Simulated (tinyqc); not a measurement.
## Junction parameters from two forward currents

Question. D(v) = J1 (exp(v/Vt) - 1) + J2 (exp(v/(2 Vt)) - 1). Find J1, J2 and the voltage 2 Vt ln(J2/J1) near which both parts are equal.

Values chosen for this exercise:
- T = 300 K (temperature)

Constants: q = 1.602176634e-19 C, kB = 1.380649e-23 J/K, Vt = kB T/q. Results are converted to the units shown.

junction voltages (V): 0.31  0.71
currents (uA/um): 4.2265526e-6  2.6317872

Answer. The current is linear in J1 and J2, so two points give two equations.

J1 = 3.10e-12 uA/um
J2 = 9.30e-9 uA/um
crossover = 0.414 V

tinyqc, about 0.2 s, one thread, Intel Xeon 2.30GHz (shared host): `OMP_NUM_THREADS=1 python tinyqc.py 2182262 2182263 out.jsonl`
